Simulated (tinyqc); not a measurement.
## Bandgap voltage reference from two bipolar transistors: output against temperature

Two transistors of area 1 and N carry the same current I. Is(T) = Is (T/T0)^eta exp[(Vg0 q/kB)(1/T0 - 1/T)], VBE1 = Vt ln(I/Is(T)) + I rb, VBE2 = Vt ln(I/(N Is(T))) + I rb/N. The amplifier forces I R1(T) = VBE1 - VBE2 + Vos, with R(T) = R (1 + tc (T - T0)) for both resistors, and the output is Vref = VBE1 + I R2(T). Base currents and the Early effect are neglected.

Vt = kB T/q; I = (Vt ln N + Vos)/(R1(T) - rb (1 - 1/N)).

Values chosen for this exercise; values of the order met in silicon bipolar transistors:
- T0 = 300 K (reference temperature)
- Vg0 = 1.203 V (band-gap voltage extrapolated to 0 K)
- eta = 3.9 (temperature exponent of the saturation current)
- Is = 9.1e-16 A (saturation current of the unit transistor at T0)
- N = 15 (area ratio of the second transistor)
- R1 = 2.3 kohm (resistor across which the difference of VBE falls, at T0)
- tc = 0 ppm/K (temperature coefficient of both resistors)
- Vos = -2 mV (offset of the amplifier)
- rb = 0 ohm (series resistance of the unit transistor)
- R2 = 20.76 kohm (output resistor at T0)

Constants: q = 1.602176634e-19 C, kB = 1.380649e-23 J/K. Results are converted to the units shown.

Output against temperature:

| T (K) | I (uA) | VBE1 (V) | I R2 (V) | Vref (V) | Vref - Vref(T0) (mV) | dVref/dT (uV/K) |
|---|---|---|---|---|---|---|
| 218 | 21.25 | 0.8007 | 0.4411 | 1.242 | 2.253 | 14.56 |
| 233 | 22.77 | 0.7692 | 0.4727 | 1.242 | 2.345 | -2.074 |
| 253 | 24.80 | 0.7268 | 0.5149 | 1.242 | 2.095 | -22.66 |
| 273 | 26.83 | 0.6840 | 0.5570 | 1.241 | 1.449 | -41.68 |
| 298 | 29.37 | 0.6301 | 0.6096 | 1.240 | 0.1289 | -63.59 |
| 323 | 31.90 | 0.5756 | 0.6623 | 1.238 | -1.716 | -83.73 |
| 348 | 34.44 | 0.5206 | 0.7150 | 1.236 | -4.045 | -102.4 |
| 373 | 36.98 | 0.4651 | 0.7676 | 1.233 | -6.823 | -119.7 |
| 398 | 39.51 | 0.4093 | 0.8203 | 1.230 | -10.02 | -135.9 |
| 423 | 42.05 | 0.3530 | 0.8729 | 1.226 | -13.61 | -151.1 |

What does the table show?

VBE1 falls by 2.18 mV/K on average and I R2 rises by 2.11 mV/K. The slope of Vref vanishes at T = 231 K. Between 233 and 398 K Vref spans 12.4 mV, or 60.6 ppm/K by the box method (span over the average over T, over 165 K).

tinyqc, about 0.02 s, one thread, Intel Xeon 2.30GHz (shared host): `OMP_NUM_THREADS=1 python tinyqc.py 2062104 2062105 out.jsonl`
